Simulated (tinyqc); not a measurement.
Off-state leakage of single and stacked transistors: one step of the calculation.

n-channel devices of unit width. Subthreshold current I(Vg, Vs, Vd) = I0 (T/300 K)^0.5 exp[(Vg - Vs - VT(T) - gb (Vs - Vb) + dd (Vd - Vs))/(nf Vt)] (1 - exp(-(Vd - Vs)/Vt)), VT(T) = VT - cT (T - 300 K). Gate-edge tunnelling Ig (Vd/1 V) exp(ag (Vd - 1 V)), for a gate at 0 V, and band-to-band leakage Ab u exp(-Bb/u), u = Vd - Vb + 1 V, flow at a drain held at V; both are taken as independent of T. In a stack of off transistors (all gates at 0 V) the same subthreshold current passes through each.

Problem. Leakage of one transistor. Vg = Vs = 0, Vd = V; effective threshold VT(T) - gb Vb - dd V.

Values chosen for this exercise; values of the order met in bulk silicon logic transistors:
- T = 378 K (temperature)
- V = 1.1 V (supply voltage)
- VT = 0.28 V (threshold at 300 K, zero drain and body bias)
- cT = 0.8 mV/K (fall of the threshold with temperature)
- I0 = 0.54 uA/um (current at threshold at 300 K)
- nf = 1.27 (slope factor)
- dd = 0.14 (drain-induced lowering per volt)
- gb = 0.12 (rise of the threshold per volt of source-body bias)
- Ig = 0.0003 uA/um (gate-edge tunnelling current at 1 V)
- ag = 3.4 1/V (exponential slope of the gate current)
- Ab = 3 uA/(um V) (prefactor of band-to-band leakage at the drain)
- Bb = 20 V (its exponential voltage)
- Vb = -0.6 V (body voltage)

Constants: q = 1.602176634e-19 C, kB = 1.380649e-23 J/K, Vt = kB T/q. Results are converted to the units shown.

Give: effective threshold; parts; total; shares.

Solution.

effective threshold = 0.1356 V
parts (nA/um): subthreshold 22.86, gate edge 0.4636, band-to-band 4.915
total = 28.24 nA/um
shares (%): subthreshold 80.95, gate edge 1.642, band-to-band 17.41

The subthreshold part is the largest.

Program tinyqc, `OMP_NUM_THREADS=1 python tinyqc.py 2242248 2242249 out.jsonl`; Intel Xeon 2.30GHz, shared host, one thread, about 0.03 s.
